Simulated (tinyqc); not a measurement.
X-ray photoelectron analysis of a thin oxide on a semiconductor: attenuation lengths, thickness, angle series and band offsets: one step, computed by the program tinyqc.

The same element is seen in the oxide and in the substrate, at nearly the same kinetic energy; films are flat and uniform, and the work function is ignored.

Question. Peak ratio. R_0 = (rho_o/M_o) L_o/((rho_s/M_s) L_s); peak ratio R = I_ox/I_sub = R_0 [exp(d/(L_o cos theta)) - 1]; hence d = L_o cos theta ln(1 + R/R_0). A carbon layer weakens both peaks alike, by exp(-d_C/(L_o cos theta)) if its L is taken equal to L_o. This R_0 leaves out intrinsic losses from the substrate peak, so calibrated values can be larger.

Inputs (values chosen for the exercise, modelled on SiO2 on 4H-SiC):
```
quantity                        value     unit
oxide density                    2.24   g/cm^3
oxide formula mass              60.08    g/mol
substrate density                3.21   g/cm^3
substrate formula mass           40.1    g/mol
oxide thickness d                 3.4       nm
emission angle from the normal     15  degrees
carbon overlayer                  0.5       nm
```

L in the oxide = 3.693407 nm

L in the substrate = 2.773081 nm

Give: R_0; d/(L_o cos theta); ratio R; oxide share of the counts; attenuation by carbon; depth 3 L_o cos theta.

Answer.

R_0 = 0.6203

d/(L_o cos theta) = 0.9530

ratio R = 0.9885

oxide share of the counts = 0.4971

attenuation by carbon = 0.8692

depth 3 L_o cos theta = 10.70 nm
